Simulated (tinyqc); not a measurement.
Harmonic transition-state theory with quantum, tunnelling and friction corrections. Which input was changed? Computed by tinyqc, a small Python program. Command: `OMP_NUM_THREADS=1 python tinyqc.py 3018513 3018514 out.jsonl rates which`. One thread of a shared host (Intel(R) Xeon(R) Processor @ 2.30GHz), about 0.1 s of CPU time with the checks.

One atom hops between equivalent sites; three modes at the minimum and two real modes at the saddle are treated as harmonic, the rest of the crystal as unchanged; melting is ignored, so hot rows may lie above the melting point.

Inputs (values chosen for the exercise, modelled on interstitial hydrogen in silicon): barrier E_b = 0.471 eV; imaginary frequency at the saddle nu_b = 17.5 THz; temperature T = 310 K.

Lattice of sites: three-dimensional.

frequencies at the minimum (THz): 32.9  46.5  57.3

real frequencies at the saddle (THz): 50.6  59.7

Constants: h x 1 THz = 4.135667696 meV; k_B = 8.617333262e-05 eV/K.

Method:
- Vineyard: nu* = product of minimum frequencies / product of real saddle frequencies; k_cl = nu* exp(-E_b/(k_B T)).
- Quantum harmonic: k_q = (k_B T/h) [prod 2 sinh(x_i/2) (minimum) / prod 2 sinh(x_j/2) (saddle)] exp(-E_b/(k_B T)), x = h nu/(k_B T).
- Zero-point correction to the barrier = (h/2)(sum of saddle frequencies - sum of minimum frequencies).
- With u = h nu_b/(k_B T): Wigner factor 1 + u^2/24; parabolic barrier (Bell) (u/2)/sin(u/2), valid above T_c = h nu_b/(2 pi k_B); symmetric Eckart barrier: kappa = int_0^infinity P(E) exp(-(E - E_b)/(k_B T)) dE/(k_B T), P = (cosh 2a - 1)/(cosh 2a + cosh 2d), a = alpha sqrt(E/E_b), alpha = 2 pi E_b/(h nu_b), 2d = 2 sqrt(alpha^2 - pi^2/4).

Task: One of these inputs alone was changed, within the range given: barrier E_b (0.2355 to 0.942); imaginary frequency at the saddle nu_b (8.75 to 35); temperature T (155 to 620). Which one, and to what value?

Results:

| run | quantum harmonic rate k_q (1/s) | Eckart factor | crossover temperature T_c (K) |
|---|---|---|---|
| before | 1.090522e+06 | 1.395497 | 133.6691 |
| after | 1.526175e+08 | 1.399013 | 133.6691 |

Result:

Each candidate set to reproduce quantum harmonic rate k_q, and what it then gives:

| candidate | range searched | value needed | Eckart factor | crossover temperature T_c (K) |
|---|---|---|---|---|
| barrier E_b (eV) | 0.2355 to 0.942 | 0.3390 | 1.3990 | 133.67 |
| imaginary frequency at the saddle nu_b (THz) | 8.75 to 35 | no effect | - | - |
| temperature T (K) | 155 to 620 | 440.4 | 1.1796 | 133.67 |

Only barrier E_b fits every result: it went from 0.471 to 0.339 eV. The next best candidate, temperature T, misses one result by 16 %.
